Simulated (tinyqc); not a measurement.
Worked calculation: self-heating of a transistor with one or more fingers, with temperature-dependent conductivity. Computed by tinyqc, a small Python program that keeps every step. Command: `OMP_NUM_THREADS=1 python tinyqc.py 3004679 3004680 out.jsonl selfheat walk`. One thread of a shared host (Intel(R) Xeon(R) Processor @ 2.30GHz), about 0.05 s of CPU time with the checks. Intermediate numbers are printed to about 7 digits and carried at full precision; extremes and crossings named in words are read from the listed rows.

N long parallel fingers lie on the top face of a slab whose bottom is held at T_0; the top is otherwise insulated, and heat flows in two dimensions. P in W/mm is 1000 P in W/m.

Inputs (values chosen for the exercise, modelled on gallium oxide):

| quantity | value | unit |
|---|---|---|
| conductivity at the base temperature kappa_0 | 22.4 | W/(m K) |
| exponent m in kappa ~ T^-m | 1.24 | - |
| base temperature T_0 | 298 | K |
| power per gate width P | 0.36 | W/mm |
| fingers N | 4 | - |
| finger pitch s | 31 | micrometre |
| width of the heat source w | 1.8 | micrometre |
| substrate thickness t | 40 | micrometre |
| phonon free path Lambda | 32 | nm |
| heat capacity C | 3.2 | 1e6 J/(m^3 K) |
| pulse length | 1.7 | microsecond |
| power coefficient beta | 1.2 | 1e-3/K |

Power: power rises with temperature.

## Geometry factors

A line source of power P on the top face raises the top at distance x by (P/(pi kappa_0)) g(x), g(x) = -ln tanh(pi x/(4 t)) (the image sum for the slab). On a strip of width w the centre sees the mean of g over the strip, g_0 = 1 + ln(8 t/(pi w)) for w much below t.

own factor g_0 = 5.035804

g(j s), j = 1..7: 0.6102781  0.1756926  0.0518848  0.0153552  0.0045452  0.0013454  0.0003983

## Linear temperature rise of each finger

theta_i = (P/(pi kappa_0)) [g_0 + sum over j != i of g(|i - j| s)], with equal powers and constant conductivity; thermal resistance = largest theta/P.

theta of each finger (K): 30.04785  32.90442  32.90442  30.04785

largest theta = 32.90442 K

thermal resistance = 91.40117 K mm/W

The neighbours supply 22 % of the rise of the hottest finger, which runs 2.9 K above the outer ones.

## Correction for the falling conductivity

Kirchhoff transformation for kappa = kappa_0 (T/T_0)^-m: T = T_0 [1 - (m - 1) theta/T_0]^(-1/(m - 1)), where theta is the linear rise. The bracket vanishes at the power P T_0/((m - 1) theta).

peak temperature = 333.2858 K

true rise = 35.28581 K

true rise / linear rise = 1.072373

power at which the formula diverges = 13.58480 W/mm

The falling conductivity adds 7.2 % to the rise.

## Extra rise from ballistic phonons

Near a source smaller than the free path, Fourier's law overstates the flow. Rough estimate: a strip that emits phonons into a half space adds a resistance times area of 4 Lambda/(3 kappa_0), from the ballistic flux C v Delta T/4 with kappa_0 = C v Lambda/3, so Delta T_b = 4 Lambda P/(3 kappa_0 w); Knudsen number Lambda/w.

Knudsen number = 0.01777778

ballistic rise Delta T_b = 0.3809524 K

Delta T_b / largest theta = 0.01157754

By this estimate the ballistic term is at most a fifth of the Fourier rise.

## Electrothermal feedback

The power follows P [1 + beta (T - T_0)] with T the peak temperature, for all fingers alike. Start at T_0 and repeat; stop when T changes by less than 1e-6 K, after 50 steps, or when the bracket falls below 0.05.

Iterations:

| step | power (W/mm) | T (K) | change (K) |
|---|---|---|---|
| 1 | 0.3600000 | 333.2858 | 3.528581e+01 |
| 2 | 0.3752435 | 334.8913 | 1.605442e+00 |
| 3 | 0.3759370 | 334.9645 | 7.327260e-02 |
| 4 | 0.3759687 | 334.9679 | 3.344646e-03 |
| 5 | 0.3759701 | 334.9680 | 1.526727e-04 |
| 6 | 0.3759702 | 334.9680 | 6.969040e-06 |
| 7 | 0.3759702 | 334.9680 | 3.181154e-07 |

converged (1 yes, 0 no) = 1

peak temperature with feedback = 334.9680 K

Converged in 7 steps; feedback adds 1.7 K.

## Rise at the end of a pulse

After switching on, theta(tau) = (P D/kappa_0) int_0^tau X(u) Z(u) du at the hottest finger, D = kappa_0/C; X = sum over fingers at distance x of [erf((x + w/2)/r) - erf((x - w/2)/r)]/(2 w), Z = sum_(j=-200..200) (-1)^j exp(-(2 j t/r)^2)/sqrt(pi D u), r = 2 sqrt(D u); trapezoid rule on 300 points evenly spaced in ln u from u_0 = 1e-3 min(tau, w^2/D) to tau, plus the exact piece 2 sqrt(u_0/(pi D))/w below u_0. Conductivity and power are held at their base values here, and Fourier's law is used even where the diffusion length is near a phonon free path.

diffusivity D = 7 micrometre^2/microsecond

diffusion length sqrt(D tau) = 3.449638 micrometre

linear rise after the pulse = 14.073 K

share of the steady rise = 0.4277

## Rise against time

The formulas are those given above.

Heating curve:

| time (microsecond) | sqrt(D time) (micrometre) | rise (K) | share of the steady rise |
|---|---|---|---|
| 2.30e-04 | 0.04012481 | 0.40425 | 0.01229 |
| 0.0023 | 0.1268858 | 1.2784 | 0.03885 |
| 0.023 | 0.4012481 | 3.9568 | 0.1203 |
| 0.23 | 1.268858 | 9.0476 | 0.275 |
| 2.3 | 4.012481 | 14.843 | 0.4511 |
| 11 | 8.774964 | 18.895 | 0.5742 |
| 46 | 17.94436 | 24.273 | 0.7377 |
| 140 | 31.30495 | 30.222 | 0.9185 |
| 340 | 48.78524 | 32.661 | 0.9926 |

Half the steady rise is reached between 2.3 and 11 microseconds, and the last row holds 99.3 % of it; the slowest time constant is 4 t^2/(pi^2 D) = 92.6 microseconds. While the diffusion length lies between w and the pitch or thickness, the rise grows as the logarithm of time; once it nears the pitch of 31 micrometre the neighbours add their heat.

Checks made by the program: g(s) against the alternating image sum (relative difference 2e-06); Kirchhoff integral of kappa/kappa_0 from T_0 to T (relative difference below 1e-10); long-time limit against the steady rise (relative difference 2e-05).
